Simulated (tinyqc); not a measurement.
Comparisons within one model: tight-binding t2g bands of a cubic perovskite. A value that a table varies takes the place of the one given here.

Orbitals yz, zx, xy (X, Y, Z below) times spin. E_xy = Dt + 2t (2 - cos x - cos y) + 2 td (1 - cos z) + 4 t2 (1 - cos x cos y) with x = kx a and so on; yz and zx follow by cyclic change, without Dt. Spin-orbit term -(Dso/3) L.sigma + Dso/3 with (L_k)_ij = -i epsilon_kij in X, Y, Z: for Dt = 0 the quartet lies at 0 and the doublet at Dso.

Constants: hbar^2/2m0 = 3.80998211 eV angstrom^2.

Parameters, chosen for this exercise (of the size met in SrTiO3 and KTaO3; not measured data): t = 0.285 eV (strong hopping); td = 0.029 eV (weak hopping); t2 = 0 eV (diagonal hopping in the plane of the orbital); Dso = 0.416 eV (spin-orbit splitting at Gamma); Dt = -0.152 eV (shift of xy (tetragonal field or confinement)); a = 3.91 angstrom (lattice constant); k = (0.05, 0.1, 0.2) 2 pi/a (wave vector).

## Bands along [100] with and without spin-orbit coupling

k = (x,0,0). The plain columns hold the three orbital energies without spin-orbit coupling, sorted.

Levels (eV):
```
x (2 pi/a)  plain 1  plain 2  plain 3   pair 1  pair 2  pair 3
0.00        -0.1520   0.0000   0.0000  -0.1121  0.0000  0.3761
0.02        -0.1475   0.0005   0.0045  -0.1080  0.0025  0.3790
0.04        -0.1341   0.0018   0.0179  -0.0960  0.0099  0.3877
0.06        -0.1120   0.0041   0.0400  -0.0765  0.0221  0.4026
0.10        -0.0431   0.0111   0.1089  -0.0213  0.0626  0.4515
0.15         0.0239   0.0830   0.2350   0.0481  0.1594  0.5503
0.20         0.0401   0.2419   0.3939   0.0972  0.3080  0.6866
0.30         0.0759   0.5941   0.7461   0.1647  0.6549  1.0125
0.50         0.1160   0.9880   1.1400   0.2202  1.0471  1.3927
```

What can be read from the table?

At the zone edge the heavy yz band has risen by 0.116 eV (4 td) and the light ones by 1.140 eV (4t + 8 t2). Spin-orbit coupling mixes the orbitals while their spacing is below Dso = 0.416 eV: the lowest pair lies +39.5 meV from the plain band at x = 0.02 and +104.2 meV at the edge, where yz has parted from the other two and its offset tends to Dso/3 = 138.7 meV; zx and xy, 152 meV apart without the coupling, still mix there. With Dt < 0 the lowest plain band at Gamma is xy, and yz passes below it further out.

## Order of the levels against the shift of xy

Levels at Gamma, the xy weight of the lowest pair and its mass along [100] from m/m0 = c q^2/(E(q) - E(0)), q = 0.001 (2 pi/a).

At Gamma:
```
Dt (eV)  pair 1 (eV)  pair 2 (eV)  pair 3 (eV)  xy weight of pair 1  mass (m0)
-0.30        -0.2362       0.0000       0.3522                0.873      0.927
-0.15        -0.1105       0.0000       0.3765                0.796      0.962
-0.08        -0.0565       0.0000       0.3925                0.743      0.988
-0.03        -0.0205       0.0000       0.4065                0.698      1.012
-0.01        -0.0067       0.0000       0.4127                0.677      1.023
0.01          0.0000       0.0066       0.4194                0.000      1.588
0.03          0.0000       0.0195       0.4265                0.000      1.587
0.08          0.0000       0.0497       0.4463                0.000      1.587
0.15          0.0000       0.0868       0.4792                0.000      1.587
```

What can be read from the table?

For Dt > 0 the lowest pair is the pure yz, zx combination at 0, with mass 1.587 at Dt = 0.15 eV. For Dt < 0 it gains xy weight, 0.68 at -0.01 and 0.87 at -0.3 eV, and its mass tends to the light value 0.874; the scale of the change is Dso = 0.416 eV.

## What each parameter does

The three pairs at k. Each row changes one parameter from the base and keeps the others.

Results:
```
case             pair 1 (eV)  pair 2 (eV)  pair 3 (eV)
base                  0.1034       0.4660       0.8099
t = 0.3135 eV         0.1197       0.5113       0.8544
td = 0.0435 eV        0.1220       0.4698       0.8144
t2 = 0.02 eV          0.1251       0.5237       0.8653
Dso = 0.5408 eV       0.1138       0.4670       0.9232
Dt = -0.182 eV        0.0759       0.4659       0.8075
```

How do the results move?

The largest shifts from the base row, up to three for each result and ties (the steps differ in size, so this ranks the rows, not the parameters). pair 1 (eV): Dt -0.0275, t2 +0.0217, td +0.0186. pair 2 (eV): t2 +0.0578, t +0.0453, td +0.0039. pair 3 (eV): Dso +0.1132, t2 +0.0554, t +0.0445.

Computed by tinyqc, a small Python program: `OMP_NUM_THREADS=1 python tinyqc.py 1482695 1482696 out.jsonl` (the numbers bound the seed that draws the inputs); one thread of a shared host (Intel(R) Xeon(R) Processor @ 2.30GHz), about 0.01 s for the whole set of steps.
